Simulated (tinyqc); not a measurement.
From results back to parameters: tight-binding t2g bands of a cubic perovskite. Two cases, with inputs chosen for the exercise.

Problem. At Gamma the t2g levels lie at 0 and at (Dso + Dt)/2 -/+ sqrt((Dso + Dt)^2/4 - 2 Dso Dt/3), with Dso > 0 and here Dt < 0. The two levels other than 0 come from hidden values.

Case 1.

levels (eV): -0.116115  0.011115

Case 2.

levels (eV): -0.268983  0.024983

Find: Dso, Dt.

Solution. The sum of the two levels is Dso + Dt and their product 2 Dso Dt/3, so Dso and Dt are the roots of y^2 - S y + 3P/2 = 0; the positive one is Dso.

Case 1.

Dso, Dt (eV): 0.016  -0.121

Case 2.

Dso, Dt (eV): 0.036  -0.280

Computed by tinyqc, one run a case: `OMP_NUM_THREADS=1 python tinyqc.py N N+1 out.jsonl` with N = 1452585, 1452630; one thread of a shared Intel(R) Xeon(R) Processor @ 2.30GHz, about 0.01 s a run at most.
